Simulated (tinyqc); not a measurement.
Adding atomic layers: valley splitting of a silicon quantum well in envelope theory.

The well lies at 0 < z < L; U(z) = V0 [1/(1 + exp(z/w)) + 1/(1 + exp((L - z)/w))] - e F z, 1 mV/nm = 1e-4 eV/angstrom. The envelope psi solves -(c/ml) psi'' + U psi = E psi, c = hbar^2/2m0, by three-point differences on a grid of 0.1 angstrom from -40 to L + 40 angstrom. The two valleys at +/- k0 couple through D = C0 times the integral of exp(-i q z) U(z) psi^2, q = 2 k0 (2 pi/a), and split by Ev = 2|D|.

Constants: hbar^2/2m0 = 3.80998211 eV angstrom^2.

Parameters, chosen for this exercise (near those of a strained Si well in SiGe; not measured data): V0 = 0.21 eV (conduction offset); ml = 0.918 m0 (mass along z); F = 13 mV/nm (field pressing towards the upper interface); k0 = 0.839 2 pi/a (valley position); a = 5.431 angstrom (lattice constant); C0 = 0.282 (Bloch overlap factor); Ls = (58, 59.4, 60.7, 62.1, 63.4, 64.8, 66.1, 67.5) angstrom (widths in steps of one atomic layer, a/4, rounded to the grid); F2 = 1 mV/nm (second field, zero or weak); w1 = 0.7 angstrom (interface width for this table).

The smooth splitting Ev = 2|D| with w = w1, at the field F2 and at F.

Results:
```
L (angstrom)  q L mod 2 pi  Ev at F2 (micro-eV)  Ev at F (micro-eV)
58.0                  5.78                 18.2                47.4
59.4                  2.22                 4.72                46.4
60.7                  4.74                 17.3                47.1
62.1                  1.17                 6.49                46.5
63.4                  3.70                 12.5                46.7
64.8                  0.13                 11.5                46.6
66.1                  2.66                 6.26                46.5
67.5                  5.37                 13.1                46.6
```

At F2 the splitting swings between 4.72 and 18.2 micro-eV, a ratio of 3.85, as the two interfaces add with the phase q L, which advances on average by 2.64 rad a layer. At F the ratio is 1.02, where in the first row psi^2 at the upper interface is 85.1 times that at the lower one: one interface dominates and the interference fades.

Run: tinyqc, `OMP_NUM_THREADS=1 python tinyqc.py 1280130 1280131 out.jsonl`; Intel(R) Xeon(R) Processor @ 2.30GHz, one thread, shared host; about 0.08 s of CPU time with all checks.
